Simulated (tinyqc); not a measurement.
Inside a calculation. Model: precursor delivery by bubblers, mass-transport growth and the solid composition of a III-V alloy. Computed by tinyqc, a small Python program that keeps every step. Command: `OMP_NUM_THREADS=1 python tinyqc.py 3002436 3002437 out.jsonl movpe_thermo walk`. One thread of a shared host (Intel(R) Xeon(R) Processor @ 2.30GHz), about 0.01 s of CPU time with the checks. Intermediate numbers are printed to about 7 digits and carried at full precision; extremes and crossings named in words are read from the listed rows.

1 sccm = 44.615 micromol/min; 1 torr = 133.322 Pa. The sources decompose fully at the surface.

Inputs (values chosen for the exercise, modelled on trimethylgallium (source 1) and trimethylindium (source 2) for the vapour pressures):
```
quantity,value,unit
bath temperature T1,266,K
bath temperature T2,289,K
bubbler pressure p_b,1400,torr
carrier flow F1,16,sccm
carrier flow F2,55,sccm
total flow F_t,4.9,slm
group-V flow F_V,400,sccm
reactor pressure p,760,torr
growth temperature T,930,K
diffusivity at 273 K and 760 torr,0.38,cm^2/s
flow cross-section A,58,cm^2
distance from the leading edge z,11,cm
lattice constant a,5.57,angstrom
interaction L0 of the solid,10.2,kJ/mol
"log10 of p_B,eq over pure BC at 1000 K and 1 torr of group V (exaggerated: liquid indium has about -4.1)",-3.6,log10 torr
enthalpy of that equilibrium H,363,kJ/mol
```

Alloy: mixing on the group-III sites, with desorption of B.

constants a, b of source 1 (log10 torr, K): [8.073, 1703]

constants a, b of source 2 (log10 torr, K): [10.55, 3014]

Constants: k_B = 1.380649e-23 J/K; R = 8.314462618 J/(mol K).

## Bubblers

log10 p_v = a - b/T_bath; molar flow = F x 44.615 x p_v/(p_b - p_v) for a saturated bubbler.

vapour pressure 1 = 46.85375 torr

molar flow 1 = 24.71727 micromol/min

vapour pressure 2 = 1.321096 torr

molar flow 2 = 2.317714 micromol/min

One kelvin of bath error changes flow 1 by 5.7 % and flow 2 by 8.3 %.

## Partial pressures in the reactor

p_i = p n_i/(44615 F_t), F_t in slm; p_V = p F_V/(1000 F_t), counted per molecule supplied; V/III = 44.615 F_V/(n1 + n2); vapour fraction of source 2 = n2/(n1 + n2).

p_1 = 0.08592848 torr

p_2 = 0.008057428 torr

p_V = 62.04082 torr

V/III ratio = 660.1077

vapour fraction of source 2 = 0.08573017

## Mass transport

Mean velocity u = (F_t/A)(760/p)(T/273); D = D0 (T/273)^1.75 (760/p); boundary layer delta = sqrt(pi D z/u); flux = D dp/(delta k_B T); growth rate = flux x a^3/4.

velocity u = 4.796640 cm/s

D = 3.245967 cm^2/s

boundary layer delta = 4.835872 cm

growth rate per torr of group III = 10.83959 micrometre/(h torr)

Caution: the boundary layer is a quarter or more of the root of the cross-section, so it fills much of the channel and depletion along the flow matters.

## Solid composition

A sticks fully. B desorbs: its surface pressure is p_B* = x gamma_B K/sqrt(p_V), ln gamma_B = L0 (1 - x)^2/(R T), K = 10^(log10 K at 1000 K) exp[-(H/R)(1/T - 1/1000)], p_V in torr. With equal diffusivities x = (p_2 - p_B*)/(p_1 + p_2 - p_B*). Growth rate = rate per torr x p_1/(1 - x).

K/sqrt(p_V) = 1.192625e-06 torr

solid fraction x = 0.08572718

share of B incorporated, 1 - p_B*/p_2 = 0.9999618

growth rate = 1.018766 micrometre/h

Desorption is negligible: the solid copies the vapour.

## Incorporation against temperature

A sticks fully. B desorbs: its surface pressure is p_B* = x gamma_B K/sqrt(p_V), ln gamma_B = L0 (1 - x)^2/(R T), K = 10^(log10 K at 1000 K) exp[-(H/R)(1/T - 1/1000)], p_V in torr. With equal diffusivities x = (p_2 - p_B*)/(p_1 + p_2 - p_B*).

At fixed flows:
```
T (K),K/sqrt(p_V) (torr),x,"share of B incorporated, 1 - p_B*/p_2"
994,2.450246e-05,0.08567287,0.9992689
1039,1.642010e-04,0.08536390,0.9953288
1080,8.094038e-04,0.08401131,0.9781114
1110,2.413570e-03,0.08087427,0.9383744
1145,8.031767e-03,0.07144951,0.8206055
1179,2.411895e-02,0.05298830,0.5967128
1219,8.129674e-02,0.02693655,0.2952171
1276,4.026252e-01,0.00716067,0.0769158
```

x equals the vapour fraction 0.086 while gamma_B K/sqrt(p_V) is small against p_1 + p_2 = 0.094 torr and falls once it is not. Between the last rows the apparent energy R d ln x/d(1/T) is 301 kJ/mol, against H = 363.

Checks made by the program: the sensitivity to the bath against a difference (relative difference below 1e-10).
